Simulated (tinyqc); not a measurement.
Thermodynamics of metal silicides: hull, first phase, silicon consumed, nucleation and stability against SiO2. From overall Si fraction x0 back to silicon available t_Si. Computed by tinyqc, a small Python program. Command: `OMP_NUM_THREADS=1 python tinyqc.py 3004029 3004030 out.jsonl silphase inv`. One thread of a shared host (Intel(R) Xeon(R) Processor @ 2.30GHz), about 0.01 s of CPU time with the checks.

Entropies of formation of the solids are neglected, so heats stand for free energies. Si fractions: M5Si3 0.3750, MSi 0.5000, MSi2 0.6667.

Inputs (values chosen for the exercise, of the order of those of titanium silicides for heats and volumes only):
```
quantity,value,unit
heat of formation of M5Si3,-71.7,kJ/mol atoms
heat of formation of MSi,-63.4,kJ/mol atoms
heat of formation of MSi2,-46.4,kJ/mol atoms
molar volume of M,10.64,cm^3/mol
molar volume of Si,12.06,cm^3/mol
metal thickness t,4.8,nm
```

Phases: M5Si3, MSi, MSi2.

Method. A phase is stable if it lies below every straight line between a phase on its left and one on its right (M and Si at zero). Distance = its heat less the lowest such line, negative for a stable phase. Overall Si fraction x0 = (t_Si/V_Si)/(t_Si/V_Si + t/V_M). In equilibrium the two stable phases that bracket x0 share the atoms by the lever rule.

Task: A run gave the result below. Find the silicon available t_Si, known to lie between 45 and 130 nm.

overall Si fraction x0 = 0.9358424

Result:

Each step takes the trial c = (a f_b - b f_a)/(f_b - f_a), f being the result less the target and a, b, c the logarithms of the listed values; c replaces end b, the old b replaces a if the sign of f changed, and otherwise f_a is halved.

Scan of the range:
```
silicon available t_Si (nm),overall Si fraction x0
45.0,0.892138
53.7,0.908006
64.1,0.921764
76.5,0.933603
91.3,0.943761
109.0,0.952459
130.0,0.959830
```

False position (Illinois rule, in the logarithm of the input) inside the bracket:
```
step,end a,end b,trial,overall Si fraction x0
1,76.5000,91.3000,79.5416,0.935979
2,76.5000,79.5416,79.2040,0.935724
3,79.5416,79.2040,79.3601,0.935843
4,79.2040,79.3601,79.3600,0.935842
```

Overall Si fraction x0 rises at every point of a 13-point scan of the range (every second point is shown), so one value fits; it is bracketed by 76.5 and 91.3. Answer: silicon available t_Si = 79.36 nm.
